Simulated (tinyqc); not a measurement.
Worked calculation: band edges of strained Si(1-x)Ge(x) on relaxed Si(1-y)Ge(y). Values are carried at full precision from step to step, so a last printed digit may differ when a step is redone from the rounded ones.

Values are linear in the Ge fraction but for ED(x) = linear - CD x (1 - x) and a(x) = linear - Ca x (1 - x). Energies are on the common scale of Ev.

Parameters, chosen for this exercise (end members near Si and Ge, in this order; the results hold for these values, not for the real material):

| symbol | value | unit | meaning |
|---|---|---|---|
| a | (5.427, 5.654) | angstrom | lattice constant |
| Dso | (0.044, 0.293) | eV | spin-orbit splitting |
| av | (2.44, 1.26) | eV | valence hydrostatic potential |
| b | (-2.11, -2.51) | eV | tetragonal shear potential |
| d | (-4.84, -5.36) | eV | trigonal shear potential |
| C11 | (166, 129.7) | GPa |  |
| C12 | (64, 48.6) | GPa |  |
| C44 | (80.7, 66.9) | GPa |  |
| Ev | (0, 0.6) | eV | top of the unstrained valence band |
| ED | (1.153, 0.932) | eV | gap to the Delta valleys |
| EL | (2.037, 0.734) | eV | gap to the L valleys |
| aD | (1.83, 1.36) | eV | hydrostatic potential of the Delta gap |
| aL | (-3.21, -2.79) | eV | hydrostatic potential of the L gap |
| XuD | (8.81, 9.39) | eV | uniaxial potential, Delta |
| XuL | (16.62, 15.31) | eV | uniaxial potential, L |
| CD | 0.212 | eV | bowing of the Delta gap |
| Ca | 0.027 | angstrom | bowing of the lattice constant |
| x | 0.51 |  | Ge fraction of the layer |
| y | 0 |  | Ge fraction of the relaxed buffer |
| face | 001 |  | growth face |

## Values of the layer and the buffer

Interpolate at x and at y.

Interpolated values (a in angstrom, C11, C12, C44 in GPa, all else in eV):

| symbol | layer | buffer |
|---|---|---|
| a | 5.5360 | 5.4270 |
| Dso | 0.1710 | 0.0440 |
| av | 1.8382 | 2.4400 |
| b | -2.3140 | -2.1100 |
| d | -5.1052 | -4.8400 |
| C11 | 147.4870 | 166.0000 |
| C12 | 56.1460 | 64.0000 |
| C44 | 73.6620 | 80.7000 |
| Ev | 0.3060 | 0.0000 |
| ED | 0.9873 | 1.1530 |
| EL | 1.3725 | 2.0370 |
| aD | 1.5903 | 1.8300 |
| aL | -2.9958 | -3.2100 |
| XuD | 9.1058 | 8.8100 |
| XuL | 15.9519 | 16.6200 |

## Strain of the layer on a (001) buffer

Coherent growth on a (001) face: e_par = (a(y) - a(x))/a(x), e_perp = -2 (C12/C11) e_par; exx = eyy = e_par, ezz = e_perp, no shear.

Use the elastic constants of the layer.

e_par = -0.019693
e_perp = 0.014994

strain tensor in the cubic axes:
```
           x          y         z
x  -0.019693   0.000000  0.000000
y   0.000000  -0.019693  0.000000
z   0.000000   0.000000  0.014994
```

The layer is under compression in the plane; its volume changes by -2.439 %.

## Conduction valleys of the layer

A valley with unit axis u lies at Ev + gap + (av + a_valley) tr(e) + Xu (u.e.u - tr(e)/3); the Delta axes are x, y, z and the L axes [111], [1-1-1], [-11-1], [-1-11]. The second-order shift of the Delta valleys under shear is left out; it lowers the pair normal to the sheared plane by tens of meV at a shear of 1 %.

Give the hydrostatic shifts, the uniaxial shifts and the edges.

hydrostatic shifts of Delta and L (eV): -0.0836  0.0282

uniaxial shifts (eV): Delta x -0.1053, Delta y -0.1053, Delta z 0.2106, L [111] 0.0000, L [1-1-1] 0.0000, L [-11-1] 0.0000, L [-1-11] 0.0000

valley edges (eV): Delta x 1.1044, Delta y 1.1044, Delta z 1.4203, L [111] 1.7067, L [1-1-1] 1.7067, L [-11-1] 1.7067, L [-1-11] 1.7067

The lowest set is Delta4 (the digit counts whole valleys) at 1.1044 eV; the Delta valleys spread over 316 meV and the L valleys over 0 meV.

## Valence edges of the layer

Valence edges: Ev plus the levels of the 6 x 6 matrix of X, Y, Z times spin with -Dso/3 + l exx + m (eyy + ezz) on the diagonal (cyclic), n exy off it, l = av + 2 b, m = av - b, n = sqrt(3) d. Spin-orbit term (Dso/3) L.sigma on X, Y, Z with (L_k)_ij = -i epsilon_kij: <X+|H|Y+> = -i Dso/3, <X+|H|Z-> = Dso/3, <Y+|H|Z-> = -i Dso/3, <Z+|H|X-> = -Dso/3, <Z+|H|Y-> = i Dso/3, <X-|H|Y-> = i Dso/3, and their conjugates; + and - are the spin along z.

Give the strain block and the three twofold edges.

strain block (eV), lower triangle:
```
        X       Y        Z
X  0.0354
Y       0  0.0354
Z       0       0  -0.2054
```

edges from the top (eV): 0.3414  0.2578  0.0133

The top two edges are split by 84 meV.

## Gap and offsets against the buffer

Buffer: Ev(y) and Ec = Ev(y) + min(ED, EL). dEc = Ec(buffer) - Ec(layer), dEv = Ev(layer) - Ev(buffer); positive values confine the carrier in the layer; type I if both have one sign.

gap of the strained layer = 0.7630 eV
gap of the buffer = 1.1530 eV
dEc = 0.0486 eV
dEv = 0.3414 eV

Type I: electrons collect in the layer (49 meV) and holes in the layer (341 meV). The relaxed layer would have a gap of 0.987 eV, so strain has moved it by -224 meV. An offset this small is within the spread of published parameter sets, so the type is not settled by this model.

## Checks

- Mean of the three Delta edges against the hydrostatic shift alone (eV): both 1.20968.

tinyqc: `OMP_NUM_THREADS=1 python tinyqc.py 1051597 1051598 out.jsonl`; about 0.01 s, one thread, shared Intel(R) Xeon(R) Processor @ 2.30GHz.
